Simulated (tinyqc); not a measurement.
# Band bending at a free surface with a continuum of surface states, surface photovoltage and Kelvin probe: what changes with what

n-type bulk, xi = Ec - EF = Vt ln(Nc/Nd), p0 = ni^2/Nd, ni = sqrt(Nc Nv) exp(-Eg/(2 Vt)), Eg in volts. b is the upward band bending, u = b/Vt. Space charge per area, in units of q: Qc = sign(b) sqrt((2 eps0 eps_r Vt/q) [(Nd + dn)(exp(-u) - 1) + Nd u + (p0 + dn)(exp(u) - 1)]), with dn the excess density under light (flat quasi-Fermi levels; 0 in the dark). The states hold -Ds (E0 - xi - b): negative while the Fermi level lies above the neutrality level. Neutrality: Qc + Qf + (charge of the states) = 0.

Values chosen for this exercise; band and dielectric values close to those of silicon: temperature T = 300 K; band gap Eg = 1.12 eV; relative permittivity eps_r = 11.6; conduction-band density of states at T Nc = 2.8e19 cm^-3; valence-band density of states at T Nv = 2.7e19 cm^-3; donor density Nd = 1.1e15 cm^-3; fixed positive charge at the surface Qf = 0 cm^-2; density of surface states Ds = 1.1e13 cm^-2 eV^-1; depth of their neutrality level below the conduction edge E0 = 0.49 eV.

Constants: q = 1.602176634e-19 C, kB = 1.380649e-23 J/K, Vt = kB T/q, eps0 = 8.8541878128e-14 F/cm where lengths are in cm. Results are converted to the units shown.

Each table varies one quantity; the others keep the values above.

## Pinning by the surface states

b solves the neutrality condition in the dark.

Pinning by the surface states:

| Ds (cm^-2 eV^-1) | b (V) | xi + b (eV) | Qc (cm^-2) |
|---|---|---|---|
| 2.4e10 | 0.010660 | 0.27292 | 5.2099e9 |
| 6.7e10 | 0.030242 | 0.29250 | 1.3232e10 |
| 1.8e11 | 0.076841 | 0.33910 | 2.7162e10 |
| 5.1e11 | 0.14675 | 0.40901 | 4.1307e10 |
| 1.4e12 | 0.19305 | 0.45531 | 4.8562e10 |
| 3.9e12 | 0.21451 | 0.47677 | 5.1583e10 |
| 1.1e13 | 0.22295 | 0.48521 | 5.2723e10 |
| 2.9e13 | 0.22591 | 0.48817 | 5.3118e10 |
| 8.1e13 | 0.22708 | 0.48934 | 5.3273e10 |

b rises from 0.0107 to 0.227 V. The Fermi level moves towards E0 = 0.49 eV and is within 0.658 meV of it in the last row; it is half-way there at the Ds that solves Ds b = Qc(b) + Qf with b = (E0 - xi)/2, 3.10e11 cm^-2 eV^-1.

## Photovoltage against injection

Same model as above.

Under chopped light the surface charge keeps its dark value, so b falls to bL with Qc(bL, dn) = Qc(b, 0); the photovoltage is b - bL.

Photovoltage against injection:

| dn (cm^-3) | bL (V) | photovoltage (mV) | share of b removed (%) |
|---|---|---|---|
| 1e6 | 0.22295 | 1.3073e-4 | 5.8637e-5 |
| 1e7 | 0.22295 | 0.0013072 | 5.8634e-4 |
| 1e8 | 0.22293 | 0.013066 | 0.0058608 |
| 1e9 | 0.22282 | 0.13007 | 0.058343 |
| 1e10 | 0.22170 | 1.2458 | 0.55878 |
| 1e11 | 0.21378 | 9.1685 | 4.1124 |
| 9.9e11 | 0.18864 | 34.305 | 15.387 |
| 9.8e12 | 0.14925 | 73.693 | 33.054 |
| 9.8e13 | 0.10304 | 119.90 | 53.781 |
| 9.7e14 | 0.056936 | 166.01 | 74.462 |
| 9.6e15 | 0.022926 | 200.02 | 89.717 |

The photovoltage rises from 1.31e-4 to 200 mV, towards the full b = 223 mV. Its steepest rise is 46.3 mV a decade (Vt ln 10 = 59.5 mV), and it reaches 89.7 % of b in the last row: even strong light does not flatten the bands fully, so a saturation reading understates b. For dn = 9.6e15 the injection is high, and a Dember voltage, left out here, adds to the signal.

Numbers from tinyqc (`OMP_NUM_THREADS=1 python tinyqc.py 2430008 2430009 out.jsonl`; about 0.01 s on one thread of a shared Intel Xeon 2.30GHz).
